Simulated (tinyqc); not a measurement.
What moves the distortion: Peierls distortion of a half-filled chain.

Atoms move by +/- u, so bonds change by -/+ 2u and hoppings are t +/- 2 al u. Bands E = -/+ sqrt((2 t cos x)^2 + D^2 sin^2 x) with D = 4 al u, x = k a in (0, pi/2); the gap is 2D. Energy per atom at zero temperature: E(u) = -mean_x sqrt(...) + 2 K u^2; exactly, the mean is (4t/pi) E(1 - z^2), z = D/2t, E the complete elliptic integral of the second kind with parameter m. Coupling lambda = 2 al^2/(pi t K).

Values chosen for the exercise:

| symbol | value | unit | meaning |
|---|---|---|---|
| t | 2.52 | eV | hopping of the even chain |
| al | 5.9 | eV/angstrom | change of hopping with bond length |
| K | 56 | eV/angstrom^2 | spring constant of a bond |

Exact means.

Results for these values:

| case | lambda | u0 (angstrom) | gap (eV) | E(u0) - E(0) (meV) |
|---|---|---|---|---|
| base | 0.1570 | 0.0131 | 0.619 | -3.01 |

What happens to each result for t = 2.646 eV, all else kept?

Answer: lambda falls from 0.1570 to 0.1496; u0 falls from 0.0131 to 0.0117; gap falls from 0.619 to 0.554; E(u0) - E(0) rises from -3.01 to -2.29.

The same for each parameter in turn:

| case | lambda | u0 (angstrom) | gap (eV) | E(u0) - E(0) (meV) |
|---|---|---|---|---|
| base | 0.1570 | 0.0131 | 0.619 | -3.01 |
| t = 2.646 eV | 0.1496 | 0.0117 | 0.554 | -2.29 |
| al = 6.195 eV/angstrom | 0.1731 | 0.0169 | 0.837 | -5.46 |
| K = 58.8 eV/angstrom^2 | 0.1496 | 0.0112 | 0.527 | -2.18 |

Run: tinyqc, `OMP_NUM_THREADS=1 python tinyqc.py 1652522 1652523 out.jsonl`; Intel(R) Xeon(R) Processor @ 2.30GHz, one thread, shared host; about 0.1 s of CPU time with all checks.
